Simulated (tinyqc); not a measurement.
Quasi-harmonic thermal expansion with mode Grueneisen parameters. From zero-point volume change back to Grueneisen parameter gamma_O. Computed by tinyqc, a small Python program. Command: `OMP_NUM_THREADS=1 python tinyqc.py 3029817 3029818 out.jsonl qha inv`. One thread of a shared host (Intel(R) Xeon(R) Processor @ 2.30GHz), about 0.08 s of CPU time with the checks.

A crystal with two atoms a cell; per atom there are 1 transverse acoustic (TA), 1/2 longitudinal acoustic (LA) and 3/2 optical (O) modes. Every frequency of group i scales as nu_i (V/V0)^(-gamma_i). The acoustic groups have Debye spectra, density 3 nu^2/nu_i^3 up to nu_i (40 Gauss-Legendre points); the optical group has one frequency. Static energy: E = (9 V0 B0/16) [y^3 B' + y^2 (2 - 4 y)], y = (V0/V)^(2/3) - 1, with pressure P_s = (3 B0/2) (z^7 - z^5) [1 + (3/4)(B' - 4)(z^2 - 1)], z = (V0/V)^(1/3).

Inputs (values chosen for the exercise, modelled on silicon):
```
quantity,value,unit
static volume V0,20,angstrom^3/atom
static bulk modulus B0,96.7,GPa
static B',4.24,-
frequency nu_TA,4.53,THz
frequency nu_LA,10.2,THz
frequency nu_O,14.4,THz
Grueneisen parameter gamma_TA,-0.88,-
Grueneisen parameter gamma_LA,0.96,-
```

Acoustic groups: Debye.

Constants: h x 1 THz = 4.135667696 meV; k_B = 8.617333262e-05 eV/K; 1 eV/angstrom^3 = 160.2176634 GPa.

Method. Phonon pressure P_ph = sum_i gamma_i U_i/V. At T = 0, U_i is the zero-point energy (h nu/2 a mode); solve P_s + P_ph = 0.

Problem. A run gave the result below. Find the Grueneisen parameter gamma_O, known to lie between 0.75 and 1.7.

zero-point volume change = 0.4184893 %

Solution.

Each step takes the trial c = (a f_b - b f_a)/(f_b - f_a), f being the result less the target and a, b, c the logarithms of the listed values; c replaces end b, the old b replaces a if the sign of f changed, and otherwise f_a is halved.

Scan of the range:
```
Grueneisen parameter gamma_O,zero-point volume change (%)
0.750,0.289648
0.860,0.330414
0.985,0.376698
1.130,0.430314
1.290,0.489354
1.480,0.559254
1.700,0.639839
```

False position (Illinois rule, in the logarithm of the input) inside the bracket:
```
step,end a,end b,trial,zero-point volume change (%)
1,0.98500,1.13000,1.09629,0.417857
2,1.13000,1.09629,1.09798,0.418480
3,1.13000,1.09798,1.09802,0.418498
4,1.09798,1.09802,1.09800,0.418489
```

Zero-point volume change rises at every point of a 13-point scan of the range (every second point is shown), so one value fits; it is bracketed by 0.985 and 1.13. Answer: Grueneisen parameter gamma_O = 1.098.
